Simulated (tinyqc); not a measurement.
## Drift layer from breakdown voltage and on-resistance

Question. An ideal drift layer with a triangular field at breakdown has BV = Ec W/2, N = eps0 eps_r Ec/(q W) and Ron = W/(q mu N). Find Ec, W and N.

Inputs (values chosen for the exercise):
```
symbol  value        unit                               meaning
eps_r    11.5                             relative permittivity
mu       1330  cm^2/(V s)  electron mobility of the drift layer
```

Constants: q = 1.602176634e-19 C, eps0 = 8.8541878128e-14 F/cm where lengths are in cm. Results are converted to the units shown.

BV = 748.75256 V
Ron = 131.24974 mohm cm^2

Answer. Eliminating W and N gives Ron = 4 BV^2/(eps0 eps_r mu Ec^3), which yields Ec.

Ec = 232.8 kV/cm
W = 64.33 um
N = 2.300e14 cm^-3

tinyqc, about 0.07 s, one thread, Intel Xeon 2.30GHz (shared host): `OMP_NUM_THREADS=1 python tinyqc.py 2120117 2120118 out.jsonl`
